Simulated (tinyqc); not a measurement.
Dispersion against the sound-wave line: Born-von Karman spring model of a cubic crystal with one atom per cell. Computed by tinyqc, a small Python program. Command: `OMP_NUM_THREADS=1 python tinyqc.py 3019369 3019370 out.jsonl springs walk`. One thread of a shared host (Intel(R) Xeon(R) Processor @ 2.30GHz), about 0.1 s of CPU time with the checks.

First neighbours lie at a/2 (1,1,0) (12 of them), second at a (1,0,0) (6), with all permutations and signs; the volume per atom is Omega = a^3/4.

Inputs (values chosen for the exercise, for a model crystal):
```
quantity               value           unit
atomic mass M           66.4              u
radial spring k1L       3.92  eV/angstrom^2
transverse spring k1T      0  eV/angstrom^2
radial spring k2L       0.18  eV/angstrom^2
transverse spring k2T      0  eV/angstrom^2
```

Lattice: fcc.

Constants: nu for 1 eV/(angstrom^2 u) = 15.6333042 THz.

Method:
- A neighbour at R with unit vector n couples by the matrix K(R) = kL n n^T + kT (1 - n n^T), and D(q) = (1/M) sum_R K(R) [1 - cos(q.R)].
- An eigenvalue lambda of D in eV/(angstrom^2 u) gives nu = 15.6333042 THz x sqrt(lambda).
- The last column divides the top branch by the straight line with its slope at G. End points in 2 pi/a: X = (1, 0, 0), L = (0.5, 0.5, 0.5).

Frequencies (THz) along two lines:
```
line  fraction of the way    nu 1    nu 2    nu 3  nu 3 / linear
G-X                  0.10  1.1884  1.1884   1.754        0.99487
G-X                  0.25  2.9072  2.9072   4.270        0.96847
G-X                  0.40  4.4654  4.4654   6.502        0.92180
G-X                  0.55  5.7768  5.7768   8.326        0.85849
G-X                  0.70  6.7689  6.7689   9.663        0.78281
G-X                  0.85  7.3871  7.3871  10.473        0.69871
G-X                  1.00  7.5970  7.5970  10.744        0.60926
G-L                  0.10  0.8781  0.8781   1.700        0.99589
G-L                  0.25  2.1480  2.1480   4.158        0.97450
G-L                  0.40  3.2993  3.2993   6.387        0.93549
G-L                  0.55  4.2682  4.2682   8.263        0.88016
G-L                  0.70  5.0013  5.0013   9.682        0.81033
G-L                  0.85  5.4580  5.4580  10.566        0.72827
G-L                  1.00  5.6131  5.6131  10.866        0.63662
```

What follows from these numbers?

Along G-X the top branch ends at 61 % of its linear extrapolation. Along G-L the top branch ends at 64 % of its linear extrapolation, which is the 2/pi of a pure sine: planes normal to this line couple to their next planes alone. A Debye model keeps the straight line throughout.
